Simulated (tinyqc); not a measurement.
Inside a calculation. Method: FCI on RHF in the 6-31g basis, for H2, spin multiplicity 1. One step of it, computed by the program tinyqc.

Question. FCI: determinants and Hamiltonian. Slater-Condon rules over spin orbitals, with the nuclear repulsion added and E(HF) subtracted on the diagonal. Only determinants linked to the reference directly or through others are kept (one block of an abelian symmetry group), so some states are absent.

one-electron integrals over orbitals h = C^T H C (hartree), lower triangle:
```
,1,2,3,4
1,-1.153140
2,0.000000,-0.583055
3,-0.147997,0.000000,-0.080490
4,0.000000,0.200799,0.000000,0.151162
```

Two-electron integrals over orbitals (pq|rs), unique and non-zero (hartree):
```
p,q,r,s,(pq|rs)
1,1,1,1,0.599347
2,1,2,1,0.096062
2,2,1,1,0.438219
2,2,2,2,0.394145
3,1,1,1,0.147997
3,1,2,2,0.060658
3,1,3,1,0.100891
3,2,2,1,-0.004236
3,2,3,2,0.034593
3,3,1,1,0.515681
3,3,2,2,0.392458
3,3,3,1,0.119440
3,3,3,3,0.468243
4,1,2,1,-0.081080
4,1,3,2,-0.037784
4,1,4,1,0.121809
4,2,1,1,-0.140940
4,2,2,2,-0.064792
4,2,3,1,-0.078829
4,2,3,3,-0.110296
4,2,4,2,0.076777
4,3,2,1,-0.104406
4,3,3,2,-0.020457
4,3,4,1,0.125880
4,3,4,3,0.154047
4,4,1,1,0.606452
4,4,2,2,0.446654
4,4,3,1,0.183966
4,4,3,3,0.540464
4,4,4,2,-0.166406
4,4,4,4,0.675018
```

nuclear repulsion = 0.59391382 hartree

Hartree-Fock energy = -1.11301908 hartree

Give: determinants; H - E(HF) between determinants.

Answer.

Occupation strings over the orbitals (2 doubly, a alpha, b beta, 0 empty; spin orbitals ordered 1a 1b 2a 2b ...): 2000 a0b0 b0a0 0200 0a0b 0020 0b0a 0002

H - E(HF) between determinants (hartree), lower triangle:
```
,2000,a0b0,b0a0,0200,0a0b,0020,0b0a,0002
2000,0.0000
a0b0,0.0000,0.9890
b0a0,0.0000,-0.1009,0.9890
0200,0.0961,-0.0042,0.0042,0.9350
0a0b,-0.0811,-0.1044,0.0378,0.1360,1.7217
0020,0.1009,-0.0286,0.0286,0.0346,-0.0205,2.0142
0b0a,0.0811,0.0378,-0.1044,-0.1360,-0.0768,0.0205,1.7217
0002,0.1218,0.1259,-0.1259,0.0768,0.0344,0.1540,-0.0344,2.6843
```
